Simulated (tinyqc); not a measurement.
Charge neutrality level from zone-averaged pseudopotential bands, step by step. Values are carried at full precision from step to step, so a last printed digit may differ when a step is redone from the rounded ones.

Empirical pseudopotential on the fcc lattice, atoms at +/- tau, tau = a (1,1,1)/8, no spin-orbit coupling. H(G,G') = c (2 pi/a)^2 |k + G|^2 delta + VS(q) cos(q.tau) + i VA(q) sin(q.tau), q = G - G', c = hbar^2/2m0; k and G in units of 2 pi/a; VS at |q|^2 = 3, 8, 11 and VA at 3, 4, 11, in rydberg, zero elsewhere. At each k the basis holds all G with |k + G|^2 up to 16; energies are counted from the fourth level at Gamma.

Mesh: k = sum_i (n_i + 1/2)/N b_i, n_i = 0 ... N - 1, b = (-1,1,1), (1,-1,1), (1,1,-1); points with the same sorted |kx|, |ky|, |kz| after folding to the shortest k + G are joined, with their count as weight. Neutrality (branch-point) level: E_N = (1/2) mean over k of [E5 + (E3 + E4)/2], E_n the n-th level from below.

Constants: hbar^2/2m0 = 3.80998211 eV angstrom^2; Ry = 13.60569312 eV.

Inputs chosen for the exercise (classic local form factors of the size used for GaP, without spin-orbit coupling; the results hold for these values, not for the real material):
```
symbol  value                 unit      meaning
a       5.455                 angstrom  lattice constant
VS      (-0.22, 0.03, 0.069)  Ry        symmetric form factors
VA      (0.118, 0.07, 0.019)  Ry        antisymmetric form factors
mesh    3                               points along each reciprocal vector
```

## Levels on the mesh

Diagonalise at each joined point.

Levels (eV):
```
kx          ky      kz  weight       E3       E4      E5      E6
0.1667  0.1667  0.1667       2  -0.2846  -0.2846  3.4084  5.6602
0.5000  0.1667  0.1667       6  -1.5403  -1.3322  3.6630  5.5423
0.5000  0.5000  0.1667       6  -2.5045  -0.9703  3.8903  5.5482
0.5000  0.5000  0.5000       1  -0.9160  -0.9160  2.5516  5.3810
0.8333  0.1667  0.1667       6  -3.0130  -2.0755  2.6618  4.2327
0.8333  0.5000  0.1667       6  -3.4402  -2.1738  4.8337  5.0792
```

## Gaps

Level 5 at Gamma, at the lowest of (f,0,0) with f = 0.8, 0.85, 0.9, 1, and at (1/2,1/2,1/2).

gaps to Gamma, Delta/X, L (eV): [2.6234, 2.1290, 2.5516]

## The neutrality level

Energies are counted from the valence top at Gamma. E_N = (1/2) weighted mean of [E5 + (E3 + E4)/2]. Compare with half the smallest indirect gap, min(Delta/X, L)/2, and give the barrier for electrons in the limit of full pinning, min(gaps) - E_N.

mean of E5 = 3.6911 eV
mean of (E3 + E4)/2 = -1.9494 eV
E_N = 0.8709 eV
half the indirect gap = 1.0645 eV
pinned barrier for electrons = 1.2581 eV

E_N lies at 41 % of the gap from the valence top, so pinned contacts have the lower barrier for holes. The two estimates differ by 0.19 eV; both rules are good to a few tenths of an eV only, so a position within that distance of a band edge or of mid-gap is not settled. Local form factors place the indirect gaps only to a few tenths of an eV, and E_N moves with them. Spin-orbit coupling, left out, would lift the valence top by a third of its splitting.

## Checks

- Sum of the weights against N^3: both 27.

Computed by tinyqc, a small Python program: `OMP_NUM_THREADS=1 python tinyqc.py 1880829 1880830 out.jsonl` (the numbers bound the seed that draws the inputs); one thread of a shared host (Intel(R) Xeon(R) Processor @ 2.30GHz), about 0.08 s for the whole set of steps.
